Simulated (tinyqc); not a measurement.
# Gain factor and gap resistance from two string resistances

Problem. At small bit-line voltage each of the 48 cells has the resistance 1/(K x) at overdrive x (no mobility reduction) in series with a gap resistance Rg. Find K, Rg and the share of the gaps at the higher overdrive.

resistance of a string of 48 equal cells at overdrives of 3 and 7.4 V (kohm): [688.59259, 336.24024]

Answer. The resistance per cell is a straight line in 1/x with slope 1/K and intercept Rg.

K = 27.0 uA/V^2
Rg = 2.00 kohm
share of the gaps = 28.6 %

Program tinyqc, `OMP_NUM_THREADS=1 python tinyqc.py 2142237 2142238 out.jsonl`; Intel Xeon 2.30GHz, shared host, one thread, about 0.4 s.
